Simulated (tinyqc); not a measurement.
Thinning the body: Gamma, L and X subbands of a thin body with non-parabolic valleys.

Hard walls, flat band, c = hbar^2/2m0, energies from the bulk Gamma edge. For a valley at angle theta to the normal 1/m_z = cos^2/ml + sin^2/mt and m_d = sqrt(ml mt^2/m_z). Subband n starts at E_v + e with e (1 + a e) = c (n pi/t)^2/m_z, and its density-of-states mass is taken as m_d (1 + 2 a e), without further growth at higher in-plane energy. Groups are named by valley and degeneracy.

n_i = g m/(2 pi c) kB T ln(1 + exp((EF - E_i)/kB T)), sum n_i = Ns (1e12/cm^2 = 1e-4/angstrom^2), c = hbar^2/2m0. Quantum capacitance Cq = 1602.176634 sum g m/(2 pi c) f_i in microfarad/cm^2 with f_i = 1/(1 + exp((E_i - EF)/kB T)); Cox = 34.5313/eot (one gate); C/Cox = Cq/(Cq + Cox), the centroid term left out.

Constants: hbar^2/2m0 = 3.80998211 eV angstrom^2; kB = 8.617333262e-05 eV/K.

Parameters, chosen for this exercise (near those of a thin Ge channel; the results hold for these values, not for the real material):

| symbol | value | unit | meaning |
|---|---|---|---|
| face | 100 |  | surface |
| mG | 0.0387 | m0 | Gamma mass |
| aG | 1.05 | 1/eV | Gamma non-parabolicity |
| EL | -0.153 | eV | L edge above Gamma |
| mL | (1.542, 0.083) | m0 | L valleys (four, along <111>): ml, mt |
| EX | 0.034 | eV | X edge above Gamma |
| mX | (0.89, 0.184) | m0 | Delta valleys (six, along <100>): ml, mt |
| aS | 0.58 | 1/eV | non-parabolicity of L and X |
| Ns | 3.5 | x 1e12/cm^2 | sheet density |
| T | 300 | K | temperature |
| eot | 8 | angstrom | equivalent oxide thickness |
| ts | (20, 26, 34, 45, 60, 85, 130) | angstrom | thicknesses |

Lowest edge of each valley type, the lowest group, the Gamma share and C/Cox, with n = 1 to 8 of all groups.

Results:

| t (angstrom) | Gamma (eV) | L (eV) | X (eV) | lowest | Gamma share (%) | C/Cox |
|---|---|---|---|---|---|---|
| 20 | 1.118 | 0.427 | 0.134 | X2 | 0.0 | 0.777 |
| 26 | 0.787 | 0.224 | 0.094 | X2 | 0.0 | 0.781 |
| 34 | 0.537 | 0.083 | 0.070 | X2 | 0.0 | 0.822 |
| 45 | 0.351 | -0.011 | 0.055 | L4 | 0.0 | 0.819 |
| 60 | 0.219 | -0.071 | 0.046 | L4 | 0.0 | 0.817 |
| 85 | 0.119 | -0.111 | 0.040 | L4 | 0.0 | 0.816 |
| 130 | 0.054 | -0.135 | 0.036 | L4 | 0.0 | 0.820 |

What can be read from this table?

From 130 down to 20 angstrom Gamma rises by 1.06 eV, L by 0.56 and X by 0.10 eV, the light Gamma mass moving most. The lowest group changes from L4 to X2 between 45 and 34 angstrom. The Gamma share stays near 0 %. C/Cox is 0.82 and 0.78 at the ends and lies between 0.78 and 0.82. Hard walls overstate the rise in the thinnest rows.

(tinyqc, `OMP_NUM_THREADS=1 python tinyqc.py 1280288 1280289 out.jsonl`, Intel(R) Xeon(R) Processor @ 2.30GHz, 1 thread, shared host, about 0.02 s.)
